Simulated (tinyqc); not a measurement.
# Thermophotovoltaic cell, detailed-balance limit: effect of the external radiative efficiency

Every photon above the gap Eg makes one pair and none below is absorbed; carriers thermalise at T and move without loss. Jsc = q F Phi(Eg, Ts); the dark current is J0 = q ge Phi(Eg, T)/ERE with the Boltzmann factor exp(V/Vt). Photons below the gap return to the emitter with reflectance Rf, and the efficiency is the electrical power over the radiant power not returned (luminescence back to the emitter is not credited).

Photon flux above E from a black body at temperature T into a hemisphere: Phi(E, T) = A sum_k exp(-k E/th)[E^2 th/k + 2 E th^2/k^2 + 2 th^3/k^3], k = 1, 2, ..., with th = kB T/q in eV and A = 2 pi q^3/(h^3 c^2). J(V) = Jsc - J0 (exp(V/Vt) - 1); Voc = Vt ln(1 + Jsc/J0); at maximum power v = Vmp/Vt solves (1 + v) exp(v) = 1 + Jsc/J0. Pin = F sigma Ts^4, sigma = 2 pi^5 kB^4/(15 h^3 c^2). Power above the gap: Pg = F A q sum_k exp(-k Eg/th)[Eg^3 a + 3 Eg^2 a^2 + 6 Eg a^3 + 6 a^4], a = th/k at Ts; power not returned Pab = Pin - Rf (Pin - Pg). FF = Vmp Jmp/(Voc Jsc).

Inputs (values chosen for the exercise): cell temperature T = 298 K; emitter temperature Ts = 1200 K; share of the hemisphere filled by the emitter F = 0.92; reflectance for photons below the gap Rf = 0; number of faces that emit ge = 1; band gap Eg = 0.79 eV.

Constants: q = 1.602176634e-19 C, kB = 1.380649e-23 J/K, h = 6.62607015e-34 J s, c = 299792458 m/s, Vt = kB T/q. Results are converted to the units shown.

The same in every row: Jsc (mA/cm^2) = 586.23.

Result of one run:
```
Voc (V)  Eg/q - Voc (V)       FF  efficiency (%)
0.51418         0.27582  0.80811          2.2518
```

Which external radiative efficiency ERE gave this result: 1e-6, 1e-5, 0.01 or 0.1?

ERE = 0.01.

The whole series:
```
ERE     Voc (V)  Eg/q - Voc (V)       FF  efficiency (%)
1e-6    0.27767         0.51233  0.70846          1.0661
1e-5    0.33680         0.45320  0.74302          1.3562
0.0001  0.39592         0.39408  0.76964          1.6514
0.001   0.45505         0.33495  0.79082          1.9502
0.01    0.51418         0.27582  0.80811          2.2518
0.1     0.57331         0.21669  0.82253          2.5556
1       0.63244         0.15756  0.83475          2.8611
```

As ERE goes from 1e-6 to 1, Jsc stays at 586 mA/cm^2, Voc rises from 0.278 to 0.632 V and the efficiency rises from 1.07 to 2.86 %. Each decade of ERE is worth 59.1 mV (Vt ln 10).

Computed by the program tinyqc: `OMP_NUM_THREADS=1 python tinyqc.py 2820117 2820118 out.jsonl`, one thread of a shared Intel Xeon 2.30GHz, about 0.01 s for the whole run.
